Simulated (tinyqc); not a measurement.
What moves the results: donor near an oxide interface in a gate field (two-state model). A value that a table varies takes the place of the one given here.

Interface at z = 0 (hard wall), donor at z = d, field F pulling electrons to the interface: potential e F z; 1 kV/cm = 1e-5 eV/angstrom, c = hbar^2/2m0, q = e^2/(4 pi eps0), Q = (eps - eo)/(eps + eo). Donor state: E_D = e F d - ED - q Q/(4 eps d), the last term joining the images of ion and electron. Interface state: z exp(-b z/2) exp(-rho^2/(2 L^2)) with E_z = c b^2/(4 mz) + 3 e F/b + q Q b/(8 eps), minimised over b; in the plane at z = 3/b the ion (distance D = d - 3/b) and its image (D' = d + 3/b) give E_rho = c/(mt L^2) - (q/eps)(sqrt(pi)/L)[erfcx(D/L) + Q erfcx(D'/L)], erfcx(x) = exp(x^2) erfc(x), minimised over L. E_I = E_z + E_rho.

The two states couple by t = t0 exp(-D/aD) with t0 = q/(eps aD) (2 aD/L) sqrt(aD b/2) v, v a valley factor; this form is an estimate. With detuning u = E_D - E_I the splitting is sqrt(u^2 + 4 t^2) and the lower state has weight (1 - u/sqrt(u^2 + 4 t^2))/2 on the donor.

Constants: hbar^2/2m0 = 3.80998211 eV angstrom^2; e^2/(4 pi eps0) = 14.39964547 eV angstrom.

Inputs chosen for the exercise (near those of a donor in Si below HfO2, static dielectric constants; the results hold for these values, not for the real material):
- d = 120 angstrom (depth of the donor)
- ED = 54.1 meV (bulk binding energy)
- mz = 0.913 m0 (mass across the interface)
- mt = 0.19 m0 (mass in the plane)
- eps = 11.3 (dielectric constant of the semiconductor)
- eo = 22 (dielectric constant of the oxide)
- aD = 19.3 angstrom (donor radius)
- v = 0.45 (valley factor)
- Fl = (56.77, 57.83, 58.255, 58.467, 58.679, 59.103, 60.164) kV/cm (fields)
- dl = (65, 90, 120, 155, 200, 250) angstrom (depths)

## Sweeping the field

Both levels, the splitting, the donor weight and the mean depth w d + (1 - w) 3/b.

Results:
```
F (kV/cm)  E_D (meV)  E_I (meV)  splitting (meV)  donor weight  mean depth (angstrom)
56.770        14.877     16.398             1.53         0.996                  119.6
57.830        16.149     16.721            0.603         0.974                  117.6
58.255        16.659     16.849            0.271         0.851                  106.4
58.467        16.913     16.913            0.193         0.499                   74.4
58.679        17.168     16.977            0.271         0.148                   42.5
59.103        17.677     17.105            0.603         0.026                   31.3
60.164        18.950     17.423             1.54         0.004                   29.1
```

E_D rises by 1.20 and E_I by 0.30 meV per kV/cm, so they cross once, near 58.5 kV/cm, where the splitting is 2t = 0.193 meV. The donor weight passes from 0.85 to 0.15 while the detuning goes from -2t to 2t, a window of 0.43 kV/cm or 0.73 % of the field; across the table the charge moves by 90 angstrom.

## Depth of the donor

Critical field, and the coupling, E_rho and L at that field.

Results:
```
d (angstrom)  critical field (kV/cm)  e F d/ED  t (meV)  E_rho (meV)  L (angstrom)
65                             126.6     1.521      2.1       -10.42            68
90                              83.1     1.383     0.51        -7.73            87
120                             58.5     1.297    0.096        -5.91           107
155                             43.2     1.238    0.014        -4.64           128
200                             32.3     1.192   0.0013        -3.65           155
250                             25.1     1.160  9.1e-05        -2.95           182
```

The critical field falls from 127 to 25 kV/cm, with exponent -1.20 in d, while t drops by a factor 2.3e+04, about e for each 19 angstrom at the end (aD = 19.3). One lattice plane (1.36 angstrom) of misplacement changes t by 7 % and the critical field by about 1.4 % at 120 angstrom.

## What each parameter does

Critical field (E_D = E_I), and t and L there. Each row changes one parameter from the base and keeps the others.

Results:
```
case                critical field (kV/cm)  t (meV)  L (angstrom)
base                                  58.5   0.0965         106.6
d = 110 angstrom                      64.9    0.167         100.0
ED = 60.1 meV                         65.1   0.0927         107.4
aD = 21.2 angstrom                    58.5    0.154         106.6
mz = 0.776 m0                         60.4    0.104         105.1
mt = 0.218 m0                         58.2    0.103         100.4
eo = 33                               56.3   0.0880         112.4
eps = 12                              59.7   0.0898         108.5
```

The largest shifts from the base row, up to three for each result and ties (the steps differ in size, so this ranks the rows, not the parameters). critical field (kV/cm): ED +6.6, d +6.5, eo -2.2; unchanged at the printed digits by aD. t (meV): d +0.0708, aD +0.0578, eo -0.00844. L (angstrom): d -6.5, mt -6.1, eo +5.8; unchanged at the printed digits by aD.

Run: tinyqc, `OMP_NUM_THREADS=1 python tinyqc.py 1282401 1282402 out.jsonl`; Intel(R) Xeon(R) Processor @ 2.30GHz, one thread, shared host; about 0.1 s of CPU time with all checks.
